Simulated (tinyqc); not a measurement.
Telling the models apart: thermal, flicker and telegraph noise of a field-effect transistor. Computed by tinyqc, a small Python program. Command: `OMP_NUM_THREADS=1 python tinyqc.py 3007164 3007165 out.jsonl noise walk`. One thread of a shared host (Intel(R) Xeon(R) Processor @ 2.30GHz), about 0.01 s of CPU time with the checks.

Strong inversion, threshold roll-off and channel-length modulation left out; noise sources are uncorrelated and are given as one-sided spectral densities.

Inputs (values chosen for the exercise, modelled on a silicon n-channel):
```
quantity,value,unit
width W,0.25,micrometre
length L,220,nm
electrical oxide thickness t,1.7,nm
mobility mu,83,cm^2/(V s)
saturation velocity v_s,0.71,1e7 cm/s
oxide trap density N_t,4.3e+18,1/(eV cm^3)
oxide barrier phi,1.7,eV
oxide mass m_ox,0.34,m_0
Hooge parameter alpha_H,7.9e-06,-
frequency f,4000,Hz
temperature T,300,K
```

Operating region: saturation. Flicker model: Hooge.

Constants: eps_0 = 8.8541878128e-12 F/m; hbar = 1.054571817e-34 J s; m_0 = 9.1093837015e-31 kg; e = 1.602176634e-19 C; k_B = 8.617333262e-05 eV/K.

Method. C_ox = 3.9 eps_0/t; V_c = 2 v_s L/mu; I = W C_ox v_s V_ov^2/(V_ov + V_c); g_m = W C_ox v_s V_ov (V_ov + 2 V_c)/(V_ov + V_c)^2; g_d0 = mu C_ox (W/L) V_ov. Tunnelling length lambda = hbar/(2 sqrt(2 m_ox phi)); flat-band noise S_Vfb = e^2 k_B T lambda N_t/(W L C_ox^2 f). Hooge: S_I = I^2 alpha_H/(f N), N = W L C_ox V_ov/e (the source-end density).

Against the overdrive:
```
V_ov (V),I (microampere),(g_m/I)^2 (1/V^2),S_I/I^2 (1/Hz),S_I/g_m^2 (V^2/Hz)
0.20,3.638,95.018,1.4162e-12,1.4904e-14
0.25,5.614,60.076,1.1329e-12,1.8859e-14
0.32,9.040,36.062,8.8512e-13,2.4545e-14
0.40,13.854,22.656,7.0809e-13,3.1254e-14
0.50,21.140,14.179,5.6647e-13,3.9952e-14
0.63,32.569,8.685,4.4958e-13,5.1766e-14
0.80,50.560,5.202,3.5405e-13,6.8054e-14
1.00,75.684,3.204,2.8324e-13,8.8390e-14
```

S_I/I^2 falls as V_ov^-1.00 at first and V_ov^-1.00 at the end; (g_m/I)^2 as V_ov^-2.05 and V_ov^-2.17. S_I/I^2 follows 1/N, so the input-referred noise rises by a factor 5.93, roughly as V_ov.
